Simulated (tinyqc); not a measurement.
X-ray reflectivity of a thin film on silicon: critical angles, Parratt recursion, fringes and roughness. From one set of inputs to another, one input at a time. Computed by tinyqc, a small Python program. Command: `OMP_NUM_THREADS=1 python tinyqc.py 3120547 3120548 out.jsonl xrr ladder`. One thread of a shared host (Intel(R) Xeon(R) Processor @ 2.30GHz), about 0.01 s of CPU time with the checks.

n = 1 - delta + i beta; the classical electron radius is r_e = 2.8179403e-6 nm. Layer 0 is vacuum, 1 the film, 2 the substrate.

The inputs printed are set A. Set A is modelled on ruthenium on silicon, copper K-alpha radiation; the values taken over come from a set modelled on a porous low-k film on silicon, copper K-alpha radiation. Inputs not listed in the table keep their values of set A, so the rows need not describe a real material.

Inputs (values chosen for the exercise, modelled on ruthenium on silicon, copper K-alpha radiation): wavelength lambda = 0.15406 nm; film density rho = 12.5 g/cm^3; effective electrons per unit mass, film = 0.435 mol/g; beta/delta, film = 0.082; film thickness d = 7.98 nm; roughness of the surface sigma_1 = 0.89 nm; roughness of the interface sigma_2 = 0.77 nm; substrate density = 2.33 g/cm^3; effective electrons per unit mass, substrate = 0.507 mol/g; beta/delta, substrate = 0.023; grazing angle theta = 1.64 degrees.

Constants: N_A = 6.02214076e+23 1/mol.

Method:
- delta = r_e lambda^2 rho_e/(2 pi), rho_e = density x electrons per mass x N_A; critical angle sqrt(2 delta), q_c = 4 sqrt(pi r_e rho_e).
- k_j = (2 pi/lambda) sqrt(sin^2 theta - 2 delta_j + 2 i beta_j); r_ij = (k_i - k_j)/(k_i + k_j) x exp(-2 k_i k_j sigma^2) (Nevot-Croce); r = (r_01 + r_12 p)/(1 + r_01 r_12 p), p = exp(2 i k_1 d); R = |r|^2.
- Far above the critical angle the period is d theta = lambda/(2 d), or 2 pi/d in q; the envelope runs between (|r_01| - |r_12 p|)^2 and (|r_01| + |r_12 p|)^2; contrast = 2 a b/(a^2 + b^2) with a = |r_01|, b = |r_12 p|; roughness factors on the amplitudes are about exp(-q^2 sigma^2/2).

Each row keeps all changes above it:
```
input moved                               from      to  contrast  critical angle of the film (degrees)  roughness factor, surface
set A                                        -       -    0.9738                                0.4784                     0.1155
roughness of the surface sigma_1 (nm)     0.89     1.1    0.4984                                0.4784                     0.0370
film density rho (g/cm^3)                 12.5    1.31    0.3345                                0.1549                     0.0370
roughness of the interface sigma_2 (nm)   0.77    0.63    0.2013                                0.1549                     0.0370
grazing angle theta (degrees)             1.64    2.36    0.0190                                0.1549                     0.0011
beta/delta, film                         0.082  0.0091    0.0189                                0.1549                     0.0011
film thickness d (nm)                     7.98    6.78    0.0189                                0.1549                     0.0011
```

Contrast goes from 0.974 to 0.0189, a factor 0.0194 in all. The largest single move comes from grazing angle theta (a factor 0.0946). Critical angle of the film goes from 0.478 to 0.155, a factor 0.324 in all. The largest single move comes from film density rho (a factor 0.324). Roughness factor, surface goes from 0.116 to 0.00109, a factor 0.00940 in all. The largest single move comes from grazing angle theta (a factor 0.0294). The single moves hold for this order of the switches; the total does not depend on the order.

Extremes, crossings and ranges named in words are read from the listed rows.
